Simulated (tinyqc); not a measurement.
Inside a calculation. Model: stress in a transistor channel from embedded alloy regions, liners and fins, by half-space elasticity. Computed by tinyqc, a small Python program that keeps every step. Command: `OMP_NUM_THREADS=1 python tinyqc.py 3001127 3001128 out.jsonl stressor walk`. One thread of a shared host (Intel(R) Xeon(R) Processor @ 2.30GHz), about 0.01 s of CPU time with the checks. Intermediate numbers are printed to about 7 digits and carried at full precision; extremes and crossings named in words are read from the listed rows.

Plane strain in an isotropic half-space, the same constants everywhere; x along the channel from its centre, y downwards from the free surface; stress is positive in tension.

Inputs (values chosen for the exercise, modelled on silicon): alloy fraction x = 0.48; lattice change per unit x, beta = 0.0422; Young's modulus E = 170 GPa; Poisson ratio nu = 0.24; channel length L = 14 nm; length of each stressor S = 150 nm; recess depth d = 45 nm; depth of the field point y = 2.9 nm; liner stress = -1.9 GPa; liner thickness t = 65 nm; length of a cut fin or stripe = 480 nm; height of the strained layer h = 36 nm; longitudinal piezoresistance coefficient = 73.7 1e-11/Pa; vertical piezoresistance coefficient = -0.9 1e-11/Pa.

Stressor: Si(1-x)Ge(x) source and drain.

## Misfit and the pressure on the side walls

Misfit e = beta x. A fully constrained inclusion holds the stress -p with p = E e/(1 - 2 nu); a blanket film would hold -E e/(1 - nu) in the plane.

misfit e = 0.020256

p = 6.622154 GPa

stress of a blanket film = -4.530947 GPa

Caution: at such misfit the regions may relax by dislocations, and linear elasticity is rough.

## Stress at the centre of the channel

A line element dA of misfit at (a, c) in the half-space gives, with C = E e/(2 pi (1 - nu)), X = x - a, r1^2 = X^2 + (y - c)^2, r2^2 = X^2 + Y^2, Y = y + c: s_xx = -C dA {[X^2 - (y - c)^2]/r1^4 + 3 [X^2 - Y^2]/r2^4 + 4 y Y (Y^2 - 3 X^2)/r2^6}, s_yy = C dA {[X^2 - (y - c)^2]/r1^4 - [X^2 - Y^2]/r2^4 + 4 y Y (Y^2 - 3 X^2)/r2^6}. These are integrated over two rectangles, L/2 < |a| < L/2 + S, 0 < c < d (closed form in a, 200 Gauss-Legendre points in c).

s_xx = -4467.221 MPa

s_yy = 110.0869 MPa

s_xx over the blanket-film stress = 0.9859354

The channel is compressed along its length; s_yy is 0.025 of s_xx in size and vanishes at the surface.

## Closed form at the surface

At x = y = 0 the integral is s_xx = -(4/pi) [E e/(1 - nu)] [arctan(2 d/L) - arctan(d/(L/2 + S))].

s_xx at the surface = -6561.275 MPa

For fixed L and S it is largest at d = sqrt((L/2)(L/2 + S)) = 33.2 nm; d is beyond that.

## A stressed liner, as two edge forces

The liner over source and drain ends at the gate, x = -/+ L/2, and pulls there with the force per width F = (liner stress) t along the surface. A tangential line force gives s_xx = (2 F/pi) X^3/(X^2 + y^2)^2 at the distance X; two of them add at the centre, X = L/2. For L > 3.5 y the concentrated force is an upper bound.

edge force F = -123.5 N/m

s_xx from the liner = -16364.25 MPa

Caution: the real force is spread over several liner thicknesses, so for a channel this short the concentrated force clearly overstates the stress.

## Mobility change, linear estimate

d mu/mu = -(pi_L s_xx + pi_z s_yy) for the embedded regions alone; the stress across the width is left out.

mobility change = 329.3333 %

The vertical stress supplies 0.099 of these points. Caution: beyond a few hundred MPa bulk piezoresistance coefficients no longer describe an inversion layer well.

## Relaxation at the ends of a cut stripe

Shear-lag estimate for a stripe of length l and height h on a like substrate: the stress along it is s(x)/s_film = 1 - cosh(x/lam)/cosh(l/(2 lam)), lam = (pi/2) g h with g = 1.258; mean = 1 - (2 lam/l) tanh(l/(2 lam)).

transfer length lam = 71.13822 nm

share kept at the centre = 0.9315560

share kept on average = 0.7042858

The stripe is long enough to keep its strain at the centre.

## Along the channel and with depth

The formulas are those given above.

Stress (MPa):
```
2x/L  s_xx at y  s_yy at y  s_xx at d/2  s_xx at 1.5 d
0.0   -4467.221    110.087    -2303.921       810.8540
0.2   -4418.262    131.897    -2310.087       812.0354
0.4   -4269.206    216.929    -2328.232       815.5321
0.6   -4031.326    450.073    -2357.322       821.2056
0.8   -3806.545   1060.562    -2395.744       828.8359
```

Near the surface s_xx changes by -15 % from the centre to 2x/L = 0.8. At the centre, s_xx at half the recess depth is 0.52 of its value at y, and below the recess -0.18. An element acts with the sign of X^2 - (y - c)^2, so its direct term reverses where the offset in depth exceeds the lateral distance, and the image terms that amplify the stress near the surface fade with depth.

## Shrinking the pitch

L and S are scaled together at fixed d, then S alone, then L alone.

S_xx at the centre (MPa):
```
scale  L and S scaled    S alone    L alone
0.35        -1008.773  -2443.158  -3190.318
0.50        -2281.194  -3224.781  -3590.918
0.70        -3447.807  -3887.546  -4043.972
1.00        -4467.221  -4467.221  -4467.221
1.40        -5116.876  -4892.492  -4703.484
2.00        -5433.520  -5230.189  -4716.548
3.00        -5335.227  -5502.696  -4406.971
```

Halving S alone keeps 0.72 of the stress, halving L alone gives 0.80, and halving both 0.51: a shorter channel brings the walls closer but puts y deeper relative to L, where the surface amplifies less, a shorter stressor brings its far wall, which pulls the other way, closer too. Neighbouring devices are left out.

Checks made by the program: surface stress against its closed form; zero normal stress at the surface (relative difference below 1e-10).
